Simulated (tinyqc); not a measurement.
What each parameter does: quantum well in an electric field by finite differences.

Finite differences on points z_i at the centres of cells of width h: H_ii = (c/h^2)(1/m_(i-1/2) + 1/m_(i+1/2)) + V_i, H_(i,i+1) = -(c/h^2)/m_(i+1/2), where m_(i+1/2) is the mean of the masses at the two points (the end values are repeated outwards), psi = 0 on the points beyond both ends, c = hbar^2/2m0. The field adds e F (z - z0) with z0 the middle of the structure; 1 kV/cm = 1e-5 eV/angstrom.

Constants: hbar^2/2m0 = 3.80998211 eV angstrom^2.

Values chosen for the exercise (near those of a non-polar GaN well in AlGaN; not measured data):
```
symbol  value  unit      meaning
Lw      36     angstrom  well width
Lb      24     angstrom  each outer barrier
V0      0.495  eV        barrier height
mw      0.194  m0        mass in the well
mb      0.24   m0        mass in the barriers
F       61     kV/cm     field along z
hf      0.375  angstrom  cell width of the fine grid
```

Three layers: barrier, well, barrier; fine grid. The Stark shift is E1(F) - E1(0).

Results for these values:
```
case  E1 (eV)  E2 - E1 (meV)  Stark shift (meV)  <z - z0> (angstrom)
base   0.0767          219.3              -0.15                -0.49
```

What happens to each result for mb = 0.288 m0, all else kept?

Answer: E1 falls from 0.0767 to 0.0732; E2 - E1 falls from 219.3 to 214.9; Stark shift does not change at the printed digits; <z - z0> falls from -0.49 to -0.50.

The same for each parameter in turn:
```
case              E1 (eV)  E2 - E1 (meV)  Stark shift (meV)  <z - z0> (angstrom)
base               0.0767          219.3              -0.15                -0.49
Lw = 30 angstrom   0.0987          272.1              -0.10                -0.32
Lb = 30 angstrom   0.0767          218.8              -0.15                -0.49
V0 = 0.594 eV      0.0807          233.2              -0.13                -0.43
mw = 0.2231 m0     0.0716          203.5              -0.15                -0.50
mb = 0.288 m0      0.0732          214.9              -0.15                -0.50
F = 30.5 kV/cm     0.0768          219.2              -0.04                -0.24
```

Program tinyqc; command `OMP_NUM_THREADS=1 python tinyqc.py 1252573 1252574 out.jsonl`; about 0.05 s on one thread of a shared Intel(R) Xeon(R) Processor @ 2.30GHz.
